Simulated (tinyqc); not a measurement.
# On-chip power grid, static voltage drop by conjugate gradients, step by step

tinyqc, about 0.2 s, one thread, Intel Xeon 2.30GHz (shared host): `OMP_NUM_THREADS=1 python tinyqc.py 2770112 2770113 out.jsonl` Printed values are rounded.

A grid of 3 rows and 3 columns, node k = 3 row + column. Neighbours in a row are joined by Rx, in a column by Ry; pad nodes, which reach the supply through Rp: 0, 8. Each node draws I0, node 5 draws kh I0. The drops u = Vdd - V solve G u = i, with G the conductance matrix (1/Rp added on the diagonal at pad nodes).

Inputs (values chosen for the exercise):

| symbol | value | unit | meaning |
|---|---|---|---|
| Vdd | 0.9 | V | supply voltage |
| Rx | 0.73 | ohm | resistance of a horizontal segment |
| Ry | 0.36 | ohm | resistance of a vertical segment |
| Rp | 0.24 | ohm | resistance from a pad node to the supply |
| I0 | 11 | mA | load current of an ordinary node |
| kh | 1 |  | factor on the load at the hot node |

## Diagonal of G, loads and first direction

G_kk = sum of the conductances at node k. Start u = 0, so the residual is r = i; p = r.

G_kk (S):
```
	col 0	col 1	col 2
row 0	8.314307	5.517504	4.147641
row 1	6.925419	8.295282	6.925419
row 2	4.147641	5.517504	8.314307
```

r at the start (mA):
```
	col 0	col 1	col 2
row 0	11	11	11
row 1	11	11	11
row 2	11	11	11
```

p at the start (mA):
```
	col 0	col 1	col 2
row 0	11	11	11
row 1	11	11	11
row 2	11	11	11
```

## Iteration 1: conjugate-gradient step

u at the start (mV):
```
	col 0	col 1	col 2
row 0	0	0	0
row 1	0	0	0
row 2	0	0	0
```

q = G p; a = (r.r)/(p.q); u(new) = u + a p; r(new) = r - a q; b = (r.r)(new)/(r.r); p(new) = r(new) + b p.

q (mA S):
```
	col 0	col 1	col 2
row 0	45.83333	0.00000	0.00000
row 1	0.00000	0.00000	0.00000
row 2	0.00000	0.00000	45.83333
```

a = 1.08 ohm

u after iteration 1 (mV):
```
	col 0	col 1	col 2
row 0	11.88000	11.88000	11.88000
row 1	11.88000	11.88000	11.88000
row 2	11.88000	11.88000	11.88000
```

r after iteration 1 (mA):
```
	col 0	col 1	col 2
row 0	-38.50000	11.00000	11.00000
row 1	11.00000	11.00000	11.00000
row 2	11.00000	11.00000	-38.50000
```

b = 3.5

p after iteration 1 (mA):
```
	col 0	col 1	col 2
row 0	0.00000	49.50000	49.50000
row 1	49.50000	49.50000	49.50000
row 2	49.50000	49.50000	0.00000
```

## Iteration 2: conjugate-gradient step

As before.

q (mA S):
```
	col 0	col 1	col 2
row 0	-205.3082	67.8082	0.0000
row 1	137.5000	0.0000	137.5000
row 2	0.0000	67.8082	-205.3082
```

a = 0.1875229 ohm

u after iteration 2 (mV):
```
	col 0	col 1	col 2
row 0	11.88000	21.16239	21.16239
row 1	21.16239	21.16239	21.16239
row 2	21.16239	21.16239	11.88000
```

r after iteration 2 (mA):
```
	col 0	col 1	col 2
row 0	0.00000	-1.71560	11.00000
row 1	-14.78440	11.00000	-14.78440
row 2	11.00000	-1.71560	0.00000
```

b = 0.2114768

p after iteration 2 (mA):
```
	col 0	col 1	col 2
row 0	0.00000	8.75250	21.46810
row 1	-4.31630	21.46810	-4.31630
row 2	21.46810	8.75250	0.00000
```

## Course of the conjugate-gradient iteration

Stop when |r| is below 1e-9 mA.

Course of the iteration:
```
iteration	largest u (mV)	|r| (mA)
1	11.88	61.7
2	21.16239	28.4
3	23.57594	6.80
4	23.82132	0.0657
5	23.81450	< 1e-11
```

Converged in 5 iterations for 9 unknowns; in exact arithmetic the method needs at most 9. The condition number of the matrix is 24.8. Gauss-Seidel sweeps in node order need 136 to reach the same residual.

## Worst drop, pad currents and power lost

converged u (mV):
```
	col 0	col 1	col 2
row 0	11.88000	22.52528	23.81450
row 1	20.49028	23.17922	20.49028
row 2	23.81450	22.52528	11.88000
```

Pad current u/Rp; worst drop as a share of Vdd; power lost in the grid and pads sum_k i_k u_k; power delivered sum_k i_k (Vdd - u_k).

worst drop = 23.81450 mV
share of Vdd = 2.646055 %
pad currents (mA): node 0 49.5, node 8 49.5
power lost = 1.986592 mW
power delivered = 87.11341 mW

The pad currents add up to the total load, 99.00 mA. The worst drop is at node 2 and 6.
